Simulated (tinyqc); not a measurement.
Millisecond and nanosecond annealing: surface heating, thermal budget and solid-phase regrowth: one step, computed by the program tinyqc. Command: `OMP_NUM_THREADS=1 python tinyqc.py 3018499 3018500 out.jsonl flash walk`. One thread of a shared host (Intel(R) Xeon(R) Processor @ 2.30GHz), about 0.02 s of CPU time with the checks.

A square pulse heats the surface of a thick wafer with constant thermal properties; losses by radiation are neglected and silicon melts at 1414 C.

Question. Temperature in depth and time. Absorbed flux q = (1 - R) fluence/t_p; kappa = k/c. With f(z, t) = (2 q/k) sqrt(kappa t) ierfc(z/(2 sqrt(kappa t))), ierfc(x) = exp(-x^2)/sqrt(pi) - x erfc(x): T = T0 + f(z, t) during the pulse and T0 + f(z, t) - f(z, t - t_p) after it.

Inputs (values chosen for the exercise, modelled on hot silicon with phosphorus): incident fluence = 15.8 J/cm^2; pulse length t_p = 0.0003 s; reflectance R = 0.39; thermal conductivity k = 0.27 W/(cm K); heat capacity per volume c = 2.25 J/(cm^3 K); preheat temperature T0 = 500 C.

Source: scanned laser.

thermal length sqrt(kappa t_p) = 60 um

Give: Temperature (C).

Answer.

Temperature (C):
```
t/t_p  surface  z = 0.5 thermal lengths  z = 1  z = 2
0.10       755                    542.3  502.8  500.0
0.25       903                    642.5  535.9  500.7
0.50      1070                    782.4  619.0  512.1
0.75      1198                    898.0  704.2  537.6
1.00      1306                    998.4  785.1  571.8
1.10      1090                    993.2  813.2  586.9
1.50       917                    888.1  813.8  640.0
2.00       834                    819.3  779.8  666.2
4.00       716                    712.0  700.8  661.8
10.00      631                    629.9  627.3  617.6
```

One tenth of a pulse length after the end the surface has lost 215 C: cooling starts as sqrt(t - t_p), much faster than heating ends.
